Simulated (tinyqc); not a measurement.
# Junction parameters from two forward currents

Question. D(v) = J1 (exp(v/Vt) - 1) + J2 (exp(v/(2 Vt)) - 1). Find J1, J2 and the voltage 2 Vt ln(J2/J1) near which both parts are equal.

Parameters, values chosen for the exercise:
```
symbol,value,unit,meaning
T,300,K,temperature
```

Constants: q = 1.602176634e-19 C, kB = 1.380649e-23 J/K, Vt = kB T/q. Results are converted to the units shown.

junction voltages (V): [0.35, 0.71]
currents (uA/um): [2.2143058e-6, 1.0168246]

Solution. The current is linear in J1 and J2, so two points give two equations.

J1 = 1.200e-12 uA/um
J2 = 1.500e-9 uA/um
crossover = 0.3687 V

Program tinyqc, `OMP_NUM_THREADS=1 python tinyqc.py 2182257 2182258 out.jsonl`; Intel Xeon 2.30GHz, shared host, one thread, about 0.2 s.
